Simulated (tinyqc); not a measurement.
Interface roughness in a thin film (subband fluctuation and scattering): one step. Scattering time and mobility.

Gaussian roughness spectrum S(q) = pi D^2 Lc^2 exp(-q^2 Lc^2/4). Degenerate gas, taken to fill one subband (the second starts to fill once c kF^2/md exceeds E2 - E1, which is not tested here): kF = sqrt(2 pi Ns/gv), q = 2 kF sin(theta/2), 1/tau = (md/(2 pi c hbar)) G^2 times the integral from 0 to pi of S(q)(1 - cos theta)/eps(q)^2 dtheta, eps(q) = 1 + qs/q with screening (qs = gv md q0/(c eps), q0 = e^2/(4 pi eps0), form factors left out, which overstates the screening; other scattering is left out too, so these values lie far above measured mobilities in all but the thinnest films) or 1 without; mobility = tau c2/md with c2 = e/m0 = 1.75882e15 cm^2/(V s^2); 1e12/cm^2 = 1e-4/angstrom^2.

Constants: hbar^2/2m0 = 3.80998211 eV angstrom^2; hbar = 6.58211957e-16 eV s; e^2/(4 pi eps0) = 14.39964547 eV angstrom.

Parameters, chosen for this exercise (near those of a thin GaN channel; the results hold for these values, not for the real material):

| symbol | value | unit | meaning |
|---|---|---|---|
| md | 0.196 | m0 | mass in the plane |
| gv | 1 |  | valleys |
| D | 3.7 | angstrom | rms height of the roughness |
| Lc | 14 | angstrom | correlation length |
| Ns | 4.8 | x 1e12/cm^2 | sheet density |
| eps | 9.7 |  | mean dielectric constant at the channel |

G = |dE1/dt| = 3.384873 meV/angstrom

Problem. Integrate over theta.

Give: a table of case, integral, tau (fs), mobility (cm^2/(V s)).

Solution.

Results:

| case | integral | tau (fs) | mobility (cm^2/(V s)) |
|---|---|---|---|
| bare | 2.040 | 408.1 | 3662 |
| screened | 0.5898 | 1411 | 1.266e+04 |

Screening raises the mobility by a factor 3.5. With it kF l = 251, so by this rate the carriers are far from localisation. Phonons, and the gate field that presses carriers to the wall, limit real channels far below this value.

(tinyqc, `OMP_NUM_THREADS=1 python tinyqc.py 1251542 1251543 out.jsonl`, Intel(R) Xeon(R) Processor @ 2.30GHz, 1 thread, shared host, about 0.01 s.)
